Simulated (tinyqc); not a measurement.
Out-diffusion of a doped substrate or buried layer into a growing epitaxial film: one step, computed by the program tinyqc. Command: `OMP_NUM_THREADS=1 python tinyqc.py 3024271 3024272 out.jsonl buried walk`. One thread of a shared host (Intel(R) Xeon(R) Processor @ 2.30GHz), about 0.01 s of CPU time with the checks.

x is counted from the original substrate surface into the film, whose surface moves as x = v t. Substrate dopant has one diffusivity; the dopant of the film is taken as uniform.

Question. Transition width. After growth and the later budget: l2 = 2 sqrt(D t + (Dt)2); C(x) = (C_s/2) erfc(x/l2) + share x C_s exp(-x/decay length) for x > 0 (autodoping taken as unchanged by the later budget). The transition x_t solves C(x) = C_e, the metallurgical junction. Usable film = d - x_t. Also give x_t for the erfc term alone, after growth and after the later budget.

Inputs (values chosen for the exercise, modelled on antimony in silicon):
```
quantity                                            value    unit
substrate concentration C_s                       4.2e+18  1/cm^3
film doping C_e                                   3.7e+15  1/cm^3
film thickness d                                      3.7      um
growth temperature T                                 1100       C
autodoping level at the start, as a share of C_s    1e-05       -
decay length of autodoping                           0.18      um
later thermal budget (Dt)2                        1.7e-11    cm^2
```

Film doping: opposite type.

length l = 0.03428615 um

Give: length l2; x_t after growth, erfc alone; x_t after the later budget, erfc alone; x_t with autodoping; usable film.

Answer.

length l2 = 0.08931 um

x_t after growth, erfc alone = 0.07583 um

x_t after the later budget, erfc alone = 0.1975 um

x_t with autodoping = 0.1976 um

usable film = 3.502 um

Solid-state diffusion sets the transition. The later budget is 5.8 times that of the growth.
